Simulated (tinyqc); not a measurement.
Printed widths: electron-beam lithography: double-Gaussian proximity function, edge placement and dose correction for parallel lines. Computed by tinyqc, a small Python program. Command: `OMP_NUM_THREADS=1 python tinyqc.py 3113031 3113032 out.jsonl proximity walk`. One thread of a shared host (Intel(R) Xeon(R) Processor @ 2.30GHz), about 0.01 s of CPU time with the checks.

Lines are infinitely long. Absorbed energy is counted so that the middle of a very large area written at dose 1 receives 1; the resist develops where it exceeds 1/2.

Inputs (values chosen for the exercise, of the order of those for 50 keV electrons in resist on silicon): forward range alpha = 0.02 micrometre; backscatter range beta = 8.7 micrometre; backscatter ratio eta = 0.8.

line widths (micrometre): 2.2  0.036  13  0.075  0.063

gaps between the lines (micrometre): 0.075  0.095  0.092  2.2

Method:
- The first line starts at x = 0; each next one starts after the width and the gap.
- f(r) = [exp(-r^2/alpha^2)/alpha^2 + eta exp(-r^2/beta^2)/beta^2]/(pi (1 + eta)). A line from a to b at dose d gives E(x) = d [S(alpha) + eta S(beta)]/(1 + eta), S(s) = [erf((b - x)/s) - erf((a - x)/s)]/2.
- M_ij is the mean of E at the two edges of line i from line j at dose 1.
- Uncorrected edge energies are M 1. Solve M d = 1/2 for the doses d that put the mean edge energy of every line at the threshold.
- Edges are the roots of E(x) = 1/2 between a line centre and the middle of the next gap. Three cases: dose 1 everywhere; one common dose equal to the mean of d; the corrected doses.

Lines (micrometre):

| line | left edge | right edge | centre |
|---|---|---|---|
| 1 | 0.000 | 2.200 | 1.1000 |
| 2 | 2.275 | 2.311 | 2.2930 |
| 3 | 2.406 | 15.406 | 8.9060 |
| 4 | 15.498 | 15.573 | 15.5355 |
| 5 | 17.773 | 17.836 | 17.8045 |

corrected doses: 1 0.96595, 2 0.86985, 3 0.94503, 4 1.05090, 5 1.26092

Width error, printed less drawn (nm):

| line | drawn width (nm) | dose 1 | mean dose | corrected |
|---|---|---|---|---|
| 1 | 2200 | 2.7915 | 3.9711 | 0.005855 |
| 2 | 36 | 6.5825 | 7.8068 | 0.000101 |
| 3 | 13000 | 3.6016 | 4.7828 | 0.000404 |
| 4 | 75 | -0.3735 | 0.7875 | 0.000185 |
| 5 | 63 | -8.3696 | -7.1638 | 0.000100 |

What follows from these numbers?

With the common mean dose the errors span 15.0 nm. With corrected doses the largest error is below 0.01 nm.

Extremes, crossings and ranges named in words are read from the listed rows.
